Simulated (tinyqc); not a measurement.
What each parameter does: three-band (Emery) model of a CuO2 plane downfolded to one band.

Electron picture, d at 0 and the oxygen p orbitals at -D; sx = sin(kx a/2), sy = sin(ky a/2). H = [[0, 2 tpd sx, -2 tpd sy], [., -D, -4 tpp sx sy], [., ., -D]], real and symmetric. The top (antibonding) band crosses the Fermi level.

Inputs chosen for the exercise (out of a larger set: of the size used for cuprate planes; not measured data): D = 2.9 eV (ed - ep); tpd = 1.25 eV (d-p hopping); tpp = 0.72 eV (p-p hopping).

Top band at (1,1), (1,0) and (1/2,1/2) in pi/a, and its d weight at (1/2,1/2).

Results for these values:

| case | E(1,1) (eV) | E(1,0) (eV) | E(1/2,1/2) (eV) | d weight |
|---|---|---|---|---|
| base | 3.5255 | 1.4401 | 1.8744 | 0.6401 |

What happens to each result for tpp = 0.792 eV, all else kept?

Answer: E(1,1) rises from 3.5255 to 3.6721; E(1,0) does not change at the printed digits; E(1/2,1/2) rises from 1.8744 to 1.9271; d weight falls from 0.6401 to 0.6273.

The same for each parameter in turn:

| case | E(1,1) (eV) | E(1,0) (eV) | E(1/2,1/2) (eV) | d weight |
|---|---|---|---|---|
| base | 3.5255 | 1.4401 | 1.8744 | 0.6401 |
| D = 3.19 eV | 3.3839 | 1.3705 | 1.7737 | 0.6652 |
| tpd = 1.125 eV | 3.1720 | 1.2268 | 1.6355 | 0.6543 |
| tpp = 0.792 eV | 3.6721 | 1.4401 | 1.9271 | 0.6273 |

At (1,0) sy = 0, so tpp does not enter.

Run: tinyqc, `OMP_NUM_THREADS=1 python tinyqc.py 1451218 1451219 out.jsonl`; Intel(R) Xeon(R) Processor @ 2.30GHz, one thread, shared host; about 0.05 s of CPU time with all checks.
